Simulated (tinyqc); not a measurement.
Free and trapped electrons in a MOS channel with a dense trap tail: one step of the calculation.

p-type body, charge-sheet picture, full ionisation (an idealisation for deep acceptors), Boltzmann statistics for free electrons. e = Ec - EF at the surface. Acceptor-like traps of density D(E) = D0 + De exp(-E/Ew) at depth E below Ec, from 0 to Eu, hold n_t = integral of D(E)/(1 + exp((e - E)/Vt)). psi = Eg - Vt ln(Nv/Na) - e; N_dep = sqrt(2 eps0 eps_r Na (psi - Vt)/q); n_f = sqrt(N_dep^2 + 2 eps0 eps_r Vt Nc exp(-e/Vt)/q) - N_dep; Vg = Vfb + psi + q (N_dep + n_t + n_f)/Cox, Cox = eps0 eox/tox.

Question. Charges and gate voltage. psi, N_dep, n_f and Vg as defined, with the n_t given; free share n_f/(n_f + n_t); apparent mobility mf n_f/(n_f + n_t); gate voltage spent on traps q n_t/Cox.

Parameters, values chosen for the exercise; band and dielectric values close to those of silicon:
```
symbol,value,unit,meaning
T,475,K,temperature
Eg,1.11,eV,band gap
eps_r,11.9,,relative permittivity
Nc,5.58e19,cm^-3,conduction-band density of states at T
Nv,5.36e19,cm^-3,valence-band density of states at T
eox,3.9,,relative permittivity of the insulator
tox,57,nm,insulator thickness
Na,1.7e17,cm^-3,acceptor density
Vfb,-0.67,V,flat-band voltage without trapped charge
mf,240,cm^2/(V s),mobility of free electrons
e,0.264,eV,Ec - EF at the surface
```

Constants: q = 1.602176634e-19 C, kB = 1.380649e-23 J/K, Vt = kB T/q, eps0 = 8.8541878128e-14 F/cm where lengths are in cm. Results are converted to the units shown.

n_t = 1.4359481e11 cm^-2

Give: psi; N_dep; n_f; Vg; free share; apparent mobility; gate voltage spent on traps.

Answer.

psi = 0.6105 V
N_dep = 1.129e12 cm^-2
n_f = 2.085e10 cm^-2
Vg = 3.360 V
free share = 12.68 %
apparent mobility = 30.43 cm^2/(V s)
gate voltage spent on traps = 0.3798 V

Program tinyqc, `OMP_NUM_THREADS=1 python tinyqc.py 2222229 2222230 out.jsonl`; Intel Xeon 2.30GHz, shared host, one thread, about 0.02 s.
